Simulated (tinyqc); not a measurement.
From results back to parameters: polar nitride quantum well with polarisation fields. Two cases, with inputs chosen for the exercise.

Problem. The field in the well was computed from a hidden polarisation difference.

In a periodic stack without free charge the potential drop over a period vanishes: F_w = (P_b - P_w) Lb/(eps0 (eps_w Lb + eps_b Lw)), F_b = -F_w Lw/Lb, eps0 = 8.8541878e-12 F/m; 1 MV/cm = 1e8 V/m = 0.01 V/angstrom.

Find: P_b - P_w; sheet charge |P_b - P_w|/e, e = 1.602176634e-19 C; F_w for very thick barriers.

Method. P_b - P_w = eps0 F_w (eps_w Lb + eps_b Lw)/Lb; for Lb much larger than Lw the field tends to (P_b - P_w)/(eps0 eps_w).

Case 1.

Values chosen (near those of an InGaN well in GaN; the results hold for these values, not for the real material): Lw = 45 angstrom (well width); Lb = 120 angstrom (barrier width); eps_w = 10.7 (dielectric constant); eps_b = 10.1 (dielectric constant).

F_w = -1.3291 MV/cm

Solution.

P_b - P_w = -0.0170 C/m^2
sheet charge |P_b - P_w|/e, e = 1.602176634e-19 C = 1.06 x 1e13/cm^2
F_w for very thick barriers = -1.800 MV/cm

Case 2.

Values chosen (near those of an InGaN well in GaN; the results hold for these values, not for the real material): Lw = 43 angstrom (well width); Lb = 95 angstrom (barrier width); eps_w = 11.7 (dielectric constant); eps_b = 10.3 (dielectric constant).

F_w = -2.7372 MV/cm

Solution.

P_b - P_w = -0.0397 C/m^2
sheet charge |P_b - P_w|/e, e = 1.602176634e-19 C = 2.48 x 1e13/cm^2
F_w for very thick barriers = -3.828 MV/cm

Computed by tinyqc, one run a case: `OMP_NUM_THREADS=1 python tinyqc.py N N+1 out.jsonl` with N = 1251544, 1251578; one thread of a shared Intel(R) Xeon(R) Processor @ 2.30GHz, about 0.06 s a run at most.
